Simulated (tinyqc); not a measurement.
Read current of a NAND string, cells in series solved by shooting: one step of the calculation.

Cells in series, numbered from 0 at the source line (0 V) to the bit line, each followed by a gap resistance Rg. A cell with gate Vg, threshold VT, source Vs and drain Vd passes I = 2 nf K Vt^2 [F(Vs) - F(Vd)]/(1 + th max(Vg - VT, 0)), F(V) = ln^2(1 + exp((Vg - VT - nf V)/(2 nf Vt))). The selected cell has Vg = Vr, the others Vg = Vp.

Task. Node voltages for a trial current. For a trial current I start at 0 V and, cell by cell (the selected one is cell 1), solve for the drain: sqrt(F(Vd)) = sqrt(F(Vs) - I/k), k = 2 nf K Vt^2/(1 + th max(Vg - VT, 0)), Vd = [Vg - VT - 2 nf Vt ln(exp(sqrt F) - 1)]/nf, then add I Rg.

Inputs (values chosen for the exercise); values of the order met in vertical NAND strings: temperature T = 300 K; gain factor of a cell K = 17 uA/V^2; slope factor nf = 1.4; mobility reduction factor th = 0.18 1/V; resistance of the gap between cells Rg = 3.1 kohm; bit-line voltage Vbl = 0.7 V; pass voltage Vp = 5.9 V; read voltage on the selected word line Vr = 4.01 V.

Constants: q = 1.602176634e-19 C, kB = 1.380649e-23 J/K, Vt = kB T/q. Results are converted to the units shown.

first trial current = 2.3 uA
thresholds from the source end, cell 0 to 5 (V): [-1.5, 2.6, 3.7, -1.5, -1.5, 3.7]

Give: node voltage after each cell and gap, trial 1.

Result.

node voltage after each cell and gap, trial 1, cell 0 to 5 (V): [0.04994, 0.1934, 0.3021, 0.3547, 0.4077, 0.5372]

Computed by the program tinyqc: `OMP_NUM_THREADS=1 python tinyqc.py 2142022 2142023 out.jsonl`, one thread of a shared Intel Xeon 2.30GHz, about 1 s for the whole run.
